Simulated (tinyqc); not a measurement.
Inside a calculation: Wannier function of the lower band of a two-orbital chain. Values are carried at full precision from step to step, so a last printed digit may differ when a step is redone from the rounded ones.

H(k) = [[-d/2 - 2 ta cos k, -t1 - t2 exp(-ik)], [-t1 - t2 exp(ik), d/2 - 2 tb cos k]], k in 1/a, Bloch sums with exp(ikR) and without the positions inside the cell. Mesh k_j = 2 pi j/N. Projection gauge: each lower eigenvector u is multiplied by the phase that makes <trial|u> real and positive (the one-band case of Loewdin orthogonalisation). Wannier amplitudes w(R) = (1/N) sum_k exp(ikR) u(k); hoppings H(R) = (1/N) sum_k exp(-ikR) E(k).

Parameters, chosen for this exercise: d = -0.39 eV (A at -d/2, B at +d/2); t1 = 1.04 eV (A-B in the cell); t2 = 0.65 eV (B to A of the next cell); ta = -0.03 eV (A-A between cells); tb = -0.3 eV (B-B between cells); N = 4 (k points); th = 45 degrees (trial orbital cos(th) A + sin(th) B in cell 0); xb = 0.33 a (position of B (A at 0)); a = 5.5 angstrom (period); kq = 2.28 1/a (point off the mesh).

## Bloch states in the projection gauge

Diagonalise at each mesh point and fix the phase.

Mesh:
```
j  E lower (eV)  E upper (eV)               u_A               u_B  |<trial|u>|
0       -1.3617        2.0217           0.72261           0.69125       0.9998
1       -1.2418        1.2418  0.61985-0.19307i  0.73569+0.19307i       0.9585
2       -0.9369        0.2769           0.34191           0.93973       0.9063
3       -1.2418        1.2418  0.61985+0.19307i  0.73569-0.19307i       0.9585
```

The projection is smallest at j = 2 (0.9063); the gauge is smooth as long as it stays away from zero.

## The Wannier function

w(R) = (1/N) sum_j exp(2 pi i j R/N) u_j, for the N cells nearest the origin; it is real.

Amplitudes:
```
R      on A     on B
-1  -0.0014   0.0344
0    0.5761   0.7756
1    0.1917  -0.1587
2   -0.0438   0.0399
```

norm = 1.0000

Cell 0 holds 93.3 % of the weight.

## Centre and spread in real space

Point-like orbitals at R (A) and R + xb (B): centre <x>, spread <x^2> - <x>^2.

centre in units of a = 0.275
centre in angstrom = 1.515
spread = 2.654 angstrom^2

## The same from overlaps (Marzari-Vanderbilt)

b = 2 pi/N; M_j = u_j^+ diag(1, exp(-i b xb)) u_(j+1), with u_N = u_0. Centre = -(1/2 pi) sum arg M_j; gauge-invariant part Omega_I = (1/(N b^2)) sum (1 - |M_j|^2); gauge-dependent part Omega_D = (1/(N b^2)) sum (arg M_j + b centre)^2.

Overlaps:
```
j   |M_j|  arg M_j (rad)
0  0.9947        -0.2807
1  0.8430        -0.5410
2  0.8430        -0.5410
3  0.9947        -0.2807
```

centre from overlaps = 0.262 a
Omega_I = 0.0608 a^2
Omega_D = 0.0069 a^2

The centre is the Berry phase over 2 pi and does not depend on the trial orbital (modulo a). Omega_D is 10.1 % of the total; in one dimension a gauge that spreads the phase evenly removes it. The total is 0.0677 a^2, against 0.0994 a^2 (centre 0.275 a) in real space on 96 cells.

## Hoppings and interpolation

H(R) = (1/N) sum_j E_j cos(2 pi j R/N) for R = 0 to N/2. Interpolation: E(k) = H(0) + 2 sum H(R) cos(kR), the term R = N/2 of an even mesh counted once.

H(0), H(1), ... (eV): -1.1956  -0.1062  0.0463

interpolated E(kq) = -1.0643 eV

The exact value is -1.0873 eV; the interpolation is off by +23.1 meV. Though the chain has short hoppings, the single band has longer ones, made by paths through the other orbital, which the tails of the Wannier function carry.

## Checks

- Centre from overlaps against the real-space centre on 200 points: both 0.2749.
- Omega_I + Omega_D against the real-space spread on 200 points: both 0.0994.

tinyqc: `OMP_NUM_THREADS=1 python tinyqc.py 1481599 1481600 out.jsonl`; about 0.3 s, one thread, shared Intel(R) Xeon(R) Processor @ 2.30GHz.
